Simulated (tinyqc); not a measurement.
Electron continuity equation in a given potential, Scharfetter-Gummel discretisation: three discretisations compared.

Steady state in one dimension: J = q mu n E + q D dn/dx with E = -dpsi/dx and D = mu Vt, dJ/dx = 0, fixed densities nL and nR at the ends. The potential is given, psi = U x/L, and is not changed by the electrons.

12 equal intervals. Fluxes J_i = (q D/h)(n_(i+1) P_i - n_i Q_i), d_i = (psi_(i+1) - psi_i)/Vt: Scharfetter-Gummel P = B(d), Q = B(-d), B(d) = d/(exp(d) - 1); central P = 1 - d/2, Q = 1 + d/2; upwind P = 1 + max(-d, 0), Q = 1 + max(d, 0). Balance at each inner node: J_i - J_(i-1) = 0. The reference is Scharfetter-Gummel on 2400 intervals.

Inputs (values chosen for the exercise); mobility close to that of gallium phosphide at room temperature:
- T = 250 K (temperature)
- mu = 248 cm^2/(V s) (electron mobility)
- L = 11 um (length of the region)
- nL = 4.8e12 cm^-3 (density at x = 0)
- nR = 5.1e13 cm^-3 (density at x = L)
- U = 0.13 V (potential difference psi(L) - psi(0))

Constants: q = 1.602176634e-19 C, kB = 1.380649e-23 J/K, Vt = kB T/q. Results are converted to the units shown.

Densities (cm^-3):

| node | Scharfetter-Gummel | central | upwind | reference |
|---|---|---|---|---|
| 0 | 4.8000e12 | 4.8000e12 | 4.8000e12 | 4.8000e12 |
| 1 | 4.8725e12 | 4.8653e12 | 4.9763e12 | 4.8725e12 |
| 2 | 4.9923e12 | 4.9744e12 | 5.2413e12 | 4.9923e12 |
| 3 | 5.1905e12 | 5.1568e12 | 5.6396e12 | 5.1905e12 |
| 4 | 5.5181e12 | 5.4617e12 | 6.2382e12 | 5.5181e12 |
| 5 | 6.0598e12 | 5.9715e12 | 7.1377e12 | 6.0598e12 |
| 6 | 6.9555e12 | 6.8237e12 | 8.4896e12 | 6.9555e12 |
| 7 | 8.4365e12 | 8.2484e12 | 1.0521e13 | 8.4365e12 |
| 8 | 1.0885e13 | 1.0630e13 | 1.3575e13 | 1.0885e13 |
| 9 | 1.4934e13 | 1.4612e13 | 1.8163e13 | 1.4934e13 |
| 10 | 2.1629e13 | 2.1268e13 | 2.5060e13 | 2.1629e13 |
| 11 | 3.2698e13 | 3.2396e13 | 3.5424e13 | 3.2698e13 |
| 12 | 5.1000e13 | 5.1000e13 | 5.1000e13 | 5.1000e13 |

What does the table show?

Largest errors as a share of the largest reference density listed: Scharfetter-Gummel under 1e-7 %, central 0.71 %, upwind 6.7 %. The largest |d| is 0.503. Upwinding stays positive but acts as if D were larger by the factor 1 + |d|/2, up to 1.25 here.

Program tinyqc, `OMP_NUM_THREADS=1 python tinyqc.py 2220010 2220011 out.jsonl`; Intel Xeon 2.30GHz, shared host, one thread, about 0.01 s.
